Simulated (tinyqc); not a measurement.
Worked calculation: three-phonon processes in a diatomic chain: dispersion, energy and momentum conservation, and decay channels of optical phonons. Computed by tinyqc, a small Python program that keeps every step. Command: `OMP_NUM_THREADS=1 python tinyqc.py 3121084 3121085 out.jsonl threeph walk`. One thread of a shared host (Intel(R) Xeon(R) Processor @ 2.30GHz), about 0.04 s of CPU time with the checks. Intermediate numbers are printed to about 6 digits and carried at full precision; extremes and crossings named in words are read from the listed rows.

Cell length a, two atoms, one spring constant. x = q a/pi runs from -1 to 1; A and O are the acoustic and optical branches. Matrix elements are not computed: only conservation laws and occupation factors are followed.

Inputs (values chosen for the exercise, for a model chain): light mass m = 27 u; heavy mass M = 38.9 u; spring constant k = 11 eV/angstrom^2; temperature T = 50 K; wave number of the decaying phonon q a/pi = 0.23; zero-temperature width Gamma_0 = 0.29 1/cm.

Constants: nu for 1 eV/(angstrom^2 u) = 15.6333042 THz; h x 1 THz = 4.135667696 meV; k_B = 8.617333262e-05 eV/K; c = 299792458 m/s.

## Band edges

omega^2 = k (1/m + 1/M) -/+ k sqrt((1/m + 1/M)^2 - 4 sin^2(pi x/2)/(m M)); nu = 15.6333042 THz x sqrt(omega^2) for eV/(angstrom^2 u). Acoustic top sqrt(2 k/M), optical bottom sqrt(2 k/m), optical top sqrt(2 k (1/m + 1/M)).

acoustic top = 11.7568 THz

optical bottom = 14.1117 THz

optical top = 18.3674 THz

optical top over twice the acoustic top = 0.781144

optical bottom over twice the acoustic top = 0.600154

optical width over acoustic top = 0.361978

The zone-centre optical phonon can decay into two acoustic ones: this needs M/m <= 3.

## Dispersion

The formulas are those given above.

Branches:
```
x     nu_A (THz)  nu_O (THz)
0.10      1.4173     18.3127
0.20      2.8249     18.1489
0.35      4.8968     17.7026
0.50      6.8903     17.0260
0.65      8.7635     16.1420
0.80     10.4425     15.1101
0.90     11.3430     14.4464
1.00     11.7568     14.1117
```

## Decay of the zone-centre phonon

O(0) -> A(x) + A(-x) needs nu_A(x) = nu_O(0)/2, which gives sin^2(pi x/2) = (3/16)(m + M)^2/(m M). Full width at half maximum Gamma = Gamma_0 (1 + 2 n), n = 1/(exp(h nu_A/(k_B T)) - 1); lifetime = 1/(2 pi c Gamma).

x of the products = 0.685586

their frequency = 9.18371 THz

occupation n = 1.48515e-04

width Gamma = 0.290086 1/cm

lifetime = 18.3009 ps

## All channels at the given wave number

Processes for O(x): decay O -> A + A and O -> O + A with x = x' + x'' (mod 2), and absorption O + A -> O with x + x' = x'' (mod 2). Roots of the energy mismatch in x' are bracketed on 4001 points from -1 to 1 and refined. A process is umklapp (U) if the sum of wave numbers leaves (-1, 1]. Weight = occupation factor/|d mismatch/dx'|, the factor being 1 + n' + n'' for decay and n' - n'' for absorption. Pairs that differ only by exchanging two acoustic products count once, and the trivial root x' = 0 is left out.

nu_O(x) = 18.0787 THz

Channels:
```
process            x'       x''  nu' (THz)  nu'' (THz)  type  weight (1/THz)
O -> A + A  -0.563583  0.793583    7.70200     10.3767     N       0.0437142
```

1 channel(s) are open, 0 of them umklapp.

## Phase space against the mass ratio

Total weight summed over channels and averaged over x = 0.05, 0.15, ..., 0.95, with m and k fixed; share of those x with an open channel.

Optical phonons:
```
M/m  weight, A + A (1/THz)  weight, with O (1/THz)  share open
1.1               0.052173                       0         1.0
1.5               0.158045                       0         1.0
2.0               0.100646                       0         0.8
2.5               0.060661                       0         0.5
2.9               0.047304                       0         0.2
3.3               0.000000                       0         0.0
3.7               0.000000                       0         0.0
4.2               0.000000                       0         0.0
6.0               0.000000                       0         0.0
```

The A + A channel closes between M/m = 2.9 and 3.3 on this grid: energy conservation alone would allow it up to M/m = 4, where the optical bottom passes twice the acoustic top, but momentum must be conserved too. No channel with a second optical phonon opens at any ratio. A large gap that shuts such channels is one reason why crystals with very unequal masses can conduct heat well.

Checks made by the program: band edges against the dispersion (relative difference below 1e-10); frequency of the products (relative difference below 1e-10).
